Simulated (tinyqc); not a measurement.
# Changing the sheet density n

Model: scattering of inversion-layer electrons by surface optical phonons of the gate insulator (remote phonon scattering). Computed by tinyqc, a small Python program. Command: `OMP_NUM_THREADS=1 python tinyqc.py 3110493 3110494 out.jsonl sophonon sweep`. One thread of a shared host (Intel(R) Xeon(R) Processor @ 2.30GHz), about 0.02 s of CPU time with the checks.

One subband with the Fang-Howard envelope; insulator and channel are half-spaces, the gate is far away, and an interlayer only moves the polar surface away by t (its own modes and its permittivity contrast are left out).

Inputs (values chosen for the exercise, modelled on HfO2 on In0.53Ga0.47As): static constant of the insulator eps_0s = 22.3; intermediate constant eps_i = 6.61; optical constant eps_inf = 5; hbar omega_TO1 = 12.7 meV; hbar omega_TO2 = 49.5 meV; constant of the channel eps_s = 13.9; in-plane mass m = 0.0427 m_0; valleys g_v = 1; mean distance of the electrons z0 = 3/b = 5.4 nm; interlayer thickness t = 0.5 nm; temperature T = 350 K; mobility from other processes = 4140 cm^2/(V s).

Screening by the channel electrons: none.

Constants: k_B = 8.617333262e-05 eV/K; hbar^2/(2 m_0) = 3.80998212 eV angstrom^2; e^2/(4 pi eps_0) = 14.39964548 eV angstrom; hbar = 6.582119569e-16 eV s; e = 1.602176634e-19 C; m_0 = 9.1093837015e-31 kg.

Method:
- eps(w) = eps_inf + (eps_0s - eps_i) w1^2/(w1^2 - w^2) + (eps_i - eps_inf) w2^2/(w2^2 - w^2). Surface modes solve eps(w) + eps_s = 0, a quadratic in w^2; the strength of a mode is g = 2/(w d eps/dw).
- Occupation N = 1/(exp(hbar w/(k_B T)) - 1).
- Density of states D = g_v m/(pi hbar^2); eta = E_F/(k_B T) = ln(exp(n/(D k_B T)) - 1); screening wave number q_s = e^2 D/(2 eps_0 eps_avg) x 1/(1 + exp(-eta)), eps_avg = (eps_s + eps_inf)/2; b = 3/z0.
- For a mode of strength g, without the occupation factor, Area x |M(q)|^2 = e^2 hbar w g/(2 eps_0 q) x (b/(b + q))^6 exp(-2 q t).
- Approximate momentum relaxation rate, taking tau v alike in the initial and final states: 1/tau = (m/(2 pi hbar^3)) sum over modes and over absorption (N, E' = E + hbar w) and emission (N + 1, E' = E - hbar w > 0) of [(1 - f(E'))/(1 - f(E))] int_0^(2 pi) Area |M(q)|^2 (1 - cos theta) d theta, q^2 = k^2 + k'^2 - 2 k k' cos theta, f the Fermi function; 48 midpoints in theta from 0 to pi.
- mu = (e/m) int tau E f (1 - f) dE/(k_B T int f dE), by 300 midpoints from 0 to (max(eta, 0) + 14) k_B T; Matthiessen sum with the other processes.

One run for each value:
```
sheet density n (1/cm^2)  remote-phonon mobility (cm^2/(V s))      eta  q_s (1/nm)
2.00e+11                                           4.1936e+04  -0.7979     0.05302
3.10e+11                                           4.4873e+04  -0.2493     0.07480
4.70e+11                                           4.9694e+04   0.3333     0.09949
7.20e+11                                           5.8255e+04   1.0341     0.12598
1.10e+12                                           7.4013e+04   1.9061     0.14867
1.70e+12                                           1.0482e+05   3.1166     0.16353
2.60e+12                                           1.6372e+05   4.8249     0.16942
4.00e+12                                           2.8160e+05   7.4346     0.17067
```

What does the table show, and why?

Over the rows, remote-phonon mobility (cm^2/(V s)) rises from 41900 to 282000 (exponent d ln y / d ln x 0.15 between the first rows and 1.3 between the last); eta rises from -0.798 to 7.43; q_s (1/nm) rises from 0.0530 to 0.171 (exponent d ln y / d ln x 0.79 between the first rows and 0.017 between the last). z0 is held fixed, although a denser layer lies closer to the interface.

Caution (all rows): a relaxation time is only an approximation for inelastic scattering, and static or no screening brackets the true dynamic screening only roughly. Caution (rows 2.60e12, 4.00e12): E_F is high enough for upper subbands or non-parabolicity, left out here, to matter.
